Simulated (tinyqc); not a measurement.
Thin-body transistor below threshold, two-dimensional Poisson equation on a small mesh: course of the iteration: Gauss-Seidel sweep.

A thin body on a thick buried insulator of low permittivity, taken as carrying no normal field at the bottom of the body (row 0). Mobile charge is neglected (subthreshold), the body is fully depleted, and potentials are counted from the intrinsic level; rows run upward to the gate, columns from source to drain.

Mesh: rows i = 0..3 in the semiconductor (step hs = tb/3, row 3 on the interface), then 2 step(s) ho = tox/2 up to the gate row 5; columns j = 0..6 (step hy = L/6). Box integration, divided by eps0: up_i = eps hy/h of the interval above row i, dn_i = that of the interval below (0 for row 0), lat_i = (sum of eps h/2 over the intervals above and below)/hy, s_i = -q Na w_i hy/eps0 with w_i the semiconductor height of the box (hs/2 for row 0 and the interface row, hs between, 0 in the insulator). Each free node obeys (up + dn + 2 lat) psi = up psi(above) + dn psi(below) + lat [psi(left) + psi(right)] + s.

Free nodes: rows 0..4, columns 1..5, taken row by row from row 0, left to right. t = (up psi(above) + dn psi(below) + lat [psi(left) + psi(right)] + s)/(up + dn + 2 lat), with the newest neighbours; psi(new) = t.

Stop when the largest change of psi is below 1e-7 V, or after 400 iterations. Fixed values: gate row Vg - Vfb; column 0 at Vbi and the last column at Vbi + Vd in the semiconductor, each running linearly to Vg - Vfb across the insulator.

Parameters, values chosen for the exercise; semiconductor permittivity close to that of In0.53Ga0.47As:
- eps_r = 14 (relative permittivity of the semiconductor)
- eox = 25 (relative permittivity of the insulator)
- tb = 8 nm (body thickness)
- tox = 6.7 nm (insulator thickness)
- L = 44 nm (channel length)
- Na = 0 cm^-3 (acceptor density of the depleted body)
- Vbi = 0.47 V (potential of the source)
- Vfb = 0.07 V (gate offset)
- Vg = 0 V (gate voltage)
- Vd = 0.05 V (drain voltage)

Constants: q = 1.602176634e-19 C, eps0 = 8.8541878128e-14 F/cm where lengths are in cm. Results are converted to the units shown.

psi at the start (fixed values on the edges, free nodes at zero) (V):
```
	j=0	j=1	j=2	j=3	j=4	j=5	j=6
row 0	0.470000	0.000000	0.000000	0.000000	0.000000	0.000000	0.520000
row 1	0.470000	0.000000	0.000000	0.000000	0.000000	0.000000	0.520000
row 2	0.470000	0.000000	0.000000	0.000000	0.000000	0.000000	0.520000
row 3	0.470000	0.000000	0.000000	0.000000	0.000000	0.000000	0.520000
row 4	0.200000	0.000000	0.000000	0.000000	0.000000	0.000000	0.225000
row 5	-0.070000	-0.070000	-0.070000	-0.070000	-0.070000	-0.070000	-0.070000
```

```
row	up	dn	lat	s (V)
0	38.5	0	2.54545	0
1	38.5	38.5	5.09091	0
2	38.5	38.5	5.09091	0
3	54.7264	38.5	8.25568	0
4	54.7264	54.7264	11.4205	0
```

Course of the iteration:
```
iteration	psi at row 0, j = 3 (V)	largest |change| of one entry (V)
1	9.35850e-5	0.0566
2	5.61515e-4	0.0426
3	0.00169780	0.0350
4	0.00394376	0.0311
5	0.00399828	0.0222
6	0.00372569	0.0157
7	0.00404776	0.0113
8	0.00505370	8.27e-3
9	0.00657014	6.15e-3
...	...	...
77	0.0296642	2.84e-7
78	0.0296645	2.46e-7
79	0.0296647	2.14e-7
80	0.0296649	1.85e-7
81	0.0296650	1.61e-7
82	0.0296652	1.39e-7
83	0.0296653	1.21e-7
84	0.0296654	1.05e-7
85	0.0296655	9.08e-8
```

Did this iteration meet its convergence test, and what does its course show?

Yes. Converged in 85 iterations. At the end each change is about 0.87 times the one before: linear convergence.

Numbers from tinyqc (`OMP_NUM_THREADS=1 python tinyqc.py 2480107 2480108 out.jsonl`; about 0.1 s on one thread of a shared Intel Xeon 2.30GHz).
